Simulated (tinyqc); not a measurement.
# Rapid thermal processing of a wafer: radiative balance, ramp and cooling, pattern effects, pyrometer error and spike budget, step by step

A worked calculation. Computed by tinyqc, a small Python program that keeps every step. Command: `OMP_NUM_THREADS=1 python tinyqc.py 3111173 3111174 out.jsonl rtp walk`. One thread of a shared host (Intel(R) Xeon(R) Processor @ 2.30GHz), about 0.04 s of CPU time with the checks. Intermediate numbers are printed to about 6 digits and carried at full precision; extremes and crossings named in words are read from the listed rows.

The wafer is opaque and uniform through its thickness unless said otherwise; temperatures in formulas are in kelvin (C + 273.15). sigma = 5.670374419e-12 W/(cm^2 K^4).

Inputs (values chosen for the exercise, modelled on a hot silicon wafer):
```
quantity                                              value         unit
wafer thickness d                                       775   micrometre
heat capacity per volume C                             2.17   J/(cm^3 K)
thermal conductivity k                                 0.24     W/(cm K)
emissivity eps of each face                            0.64            -
reflectivity of the chamber walls r                    0.44            -
gas heat-transfer coefficient h, both faces together    1.4  mW/(cm^2 K)
wall temperature T_w                                    350            K
process temperature                                     669            C
starting temperature                                    550            C
ramp rate                                                65          K/s
relative change of absorptivity over a pattern          7.1            %
period of the pattern                                    17           mm
pyrometer wavelength                                    0.9   micrometre
error of the assumed emissivity                         9.2            %
activation energy of the process E_a                      4           eV
```

Constants: k_B = 8.617333262e-05 eV/K; h = 6.62607015e-34 J s; c = 299792458 m/s; k_B = 1.380649e-23 J/K.

## Power to hold and to ramp

Effective emissivity between parallel grey plates: eps_eff = 1/(1/eps + 1/(1 - r) - 1). Loss per area q(T) = 2 eps_eff sigma (T^4 - T_w^4) + h (T - T_w). Absorbed power during a ramp = q(T) + C d x ramp rate; thermal time constant tau = C d/(dq/dT), dq/dT = 8 eps_eff sigma T^3 + h; natural cooling rate q/(C d); front-to-back difference under one-sided heating at the end of the ramp = (absorbed power) d/(2 k).

eps_eff = 0.425856

holding power q = 4.56180 W/cm^2

power at the end of the ramp = 15.4932 W/cm^2

dq/dT = 17.5556 mW/(cm^2 K)

time constant tau = 9.57954 s

natural cooling rate = 27.1253 K/s

front-to-back difference = 2.50150 K

Radiation carries 82 % of the loss. The ramp needs 3.4 times the holding power.

## Cooling curve

Cooling with the lamps off: C d dT/dt = -q(T), integrated adaptively (relative tolerance 1e-10).

Lamps off at t = 0:
```
t (s)    T (C)  cooling rate (K/s)
0.96   644.192             24.6281
1.90   622.044             22.5497
3.80   582.556             19.1761
6.70   532.653             15.4711
9.60   491.783             12.8551
14.00  441.687             10.1047
24.00  360.495              6.5597
38.00  287.491              4.1597
```

The rate falls from 27.1 K/s at t = 0 to 4.16 K/s in the last row.

## Thermal budget of a spike

Spike anneal: linear ramp to the peak, then lamps off. Equivalent time at the peak = int exp(-(E_a/k_B)(1/T - 1/T_peak)) dt; estimate (k_B T^2/E_a)(1/ramp rate + 1/cooling rate). The ramp part uses 4000 trapezoid steps, the cooling part 4000 steps over 4 tau. Time within 50 K of the peak from the same curves.

equivalent time, ramp = 0.282754 s

equivalent time, cooling = 0.728408 s

equivalent time, total = 1.01116 s

estimate = 0.999181 s

time within 50 K of the peak = 2.80505 s

Cooling supplies 72 % of the budget.

## What a faster ramp buys

The formulas are those given above.

Against the ramp rate:
```
ramp (K/s)  ramp part (s)  cooling part (s)  total (s)  power at the peak (W/cm^2)
10                1.83790          0.728408    2.56631                       6.244
25                0.73516          0.728408    1.46357                       8.766
50                0.36758          0.728408    1.09599                      12.971
100               0.18379          0.728408    0.91220                      21.379
250               0.07352          0.728408    0.80192                      46.606
500               0.03676          0.728408    0.76517                      88.649
1000              0.01838          0.728408    0.74679                     172.737
```

From 10 to 100 K/s the total falls by a factor 2.8, from 100 to 1000 K/s by 1.22: the cooling part, 0.728 s, is a floor, and the natural cooling rate here is 27.1 K/s.

## Pattern effect

At steady state a sinusoidal change of absorbed power of relative amplitude a and period p gives the temperature amplitude a q/(dq/dT + k d (2 pi/p)^2); healing length l = sqrt(k d/(dq/dT)); process change = E_a dT/(k_B T^2). Emissivity is taken as unchanged.

healing length l = 10.2931 mm

amplitude without lateral conduction = 18.4492 K

amplitude = 1.19235 K

change of the process rate = 6.23520 %

Lateral conduction cuts the amplitude to 6.5 %, since p/(2 pi l) = 0.26.

## Pyrometer error

Signal proportional to eps/(exp(c2/(lambda T)) - 1), c2 = h c/k_B. If the assumed emissivity is too high by the given error, the reading T' solves (1 + error)/(exp(c2/(lambda T')) - 1) = 1/(exp(c2/(lambda T)) - 1). Wien estimate: T' - T = -lambda T^2 ln(1 + error)/c2. Process rates go as exp(-E_a/(k_B T)).

c2 = 14387.8 micrometre K

c2/(lambda T) = 16.9680

reading less true temperature = -4.86159 K

Wien estimate = -4.88681 K

rate at T over rate at T', less 1 = 29.1169 %

Checks made by the program: cooling time against quadrature of C d dT/q (relative difference 3e-08).
